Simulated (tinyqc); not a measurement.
Hall factor, magnetoresistance and optical conductivity for a power-law relaxation time. Changing the frequency f. Computed by tinyqc, a small Python program. Command: `OMP_NUM_THREADS=1 python tinyqc.py 3028555 3028556 out.jsonl magneto sweep`. One thread of a shared host (Intel(R) Xeon(R) Processor @ 2.30GHz), about 0.01 s of CPU time with the checks.

One spherical parabolic band, tau(E) = tau_0 x^s with x = E/(k_B T). Landau quantisation is left out.

Inputs (values chosen for the exercise, with a mass close to that of electrons in silicon):
```
quantity                         value  unit
effective mass m                  0.27   m_0
exponent s                         1.5     -
tau_0                               69    fs
reduced Fermi level eta             -8     -
temperature T                      200     K
background permittivity eps_inf   11.9     -
```

Constants: m_0 = 9.1093837015e-31 kg; k_B = 1.380649e-23 J/K; hbar = 1.054571817e-34 J s; e = 1.602176634e-19 C; eps_0 = 8.8541878128e-12 F/m; c = 299792458 m/s.

Method:
- <y> = int y x^(3/2) f (1 - f) dx / int x^(3/2) f (1 - f) dx, f = 1/(1 + exp(x - eta)).
- Integrals over x = E/(k_B T) use 160 Gauss-Legendre points in u = sqrt(x) from 0 to sqrt(max(eta, 0) + 45).
- n = (2 m k_B T)^(3/2)/(3 pi^2 hbar^3) int x^(3/2) f (1 - f) dx; moments in units of tau_0.
- sigma(w) = (n e^2/m) <tau/(1 - i w tau)>, w = 2 pi f; eps = eps_inf + i sigma/(eps_0 w); N = sqrt(eps); absorption coefficient 2 w Im N/c; reflectivity |(N - 1)/(N + 1)|^2; plasma frequency sqrt(n e^2/(eps_inf eps_0 m))/(2 pi).

One run for each value:
```
frequency f (THz)  absorption coefficient (1/cm)  reflectivity
0.97                                  4.3534e+00       0.30118
1.50                                  2.5516e+00       0.30212
2.20                                  1.5143e+00       0.30258
3.30                                  8.3197e-01       0.30284
5.10                                  4.1805e-01       0.30297
7.60                                  2.1501e-01       0.30303
12.00                                 9.7185e-02       0.30306
17.00                                 5.2035e-02       0.30307
26.00                                 2.3852e-02       0.30307
40.00                                 1.0641e-02       0.30308
```

Over the rows, absorption coefficient (1/cm) falls from 4.35 to 0.0106 (exponent d ln y / d ln x -1.2 between the first rows and -1.9 between the last); reflectivity rises from 0.3012 to 0.3031.

Caution (rows 5.10, 7.60, 12.0, 17.0, 26.0, 40.0): the photon energy exceeds the typical carrier energy, so the classical sigma(w) is only a rough guide to the absorption.
